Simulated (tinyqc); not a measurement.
From image to dissolution rate: chemically amplified photoresist: aerial image, acid generation, bake, development and line width. Computed by tinyqc, a small Python program. Command: `OMP_NUM_THREADS=1 python tinyqc.py 3025519 3025520 out.jsonl resist walk`. One thread of a shared host (Intel(R) Xeon(R) Processor @ 2.30GHz), about 0.02 s of CPU time with the checks.

Lines and spaces of pitch p with a two-beam-like image; x = 0 is the middle of the bright space. The resist is positive and treated as uniform in depth.

Inputs (values chosen for the exercise, for a model resist at 193 nm): pitch p = 98 nm; image contrast c = 0.57; mean dose E = 7.74 mJ/cm^2; Dill parameter C = 0.027 cm^2/mJ; quencher load q, relative to the acid generator = 0.13; acid diffusivity D = 1.6 nm^2/s; bake time t = 60 s; amplification rate k_amp = 0.062 1/s; threshold protection m_th = 0.57; development selectivity n = 5; largest rate r_max = 160 nm/s; smallest rate r_min = 0.017 nm/s.

Method:
- Dose E(x) = E [1 + c cos(2 pi x/p)]; acid h = 1 - exp(-C E(x)).
- Bake: the acid image is blurred by a Gaussian of variance sigma^2 = 2 D t (each Fourier term k of h, taken on 64 points, is multiplied by exp(-4 pi^2 k^2 D t/p^2)).
- The quencher then removes q, h_eff = max(h_blurred - q, 0); protection m = exp(-k_amp t h_eff).
- Mack rate r = r_max (a + 1)(1 - m)^n/(a + (1 - m)^n) + r_min, a = ((n + 1)/(n - 1))(1 - m_th)^n.

Across half a pitch:
```
x/p   x (nm)  dose (mJ/cm^2)  blurred acid  protection m  rate (nm/s)
0.00     0.0          12.152       0.25037        0.6390   3.5573e+01
0.05     4.9          11.936       0.24729        0.6464   3.2788e+01
0.10     9.8          11.309       0.23832        0.6684   2.5189e+01
0.15    14.7          10.333       0.22425        0.7043   1.5230e+01
0.20    19.6           9.103       0.20635        0.7527   6.5945e+00
0.25    24.5           7.740       0.18630        0.8110   1.7844e+00
0.30    29.4           6.377       0.16603        0.8746   2.4684e-01
0.35    34.3           5.147       0.14754        0.9368   2.4451e-02
0.40    39.2           4.171       0.13273        0.9899   1.7001e-02
0.45    44.1           3.544       0.12317        1.0000   1.7000e-02
0.50    49.0           3.328       0.11986        1.0000   1.7000e-02
```

What does the comparison show, and why?

The dose varies by a factor 3.65 across the pattern and the rate by 2090.

Extremes, crossings and ranges named in words are read from the listed rows.
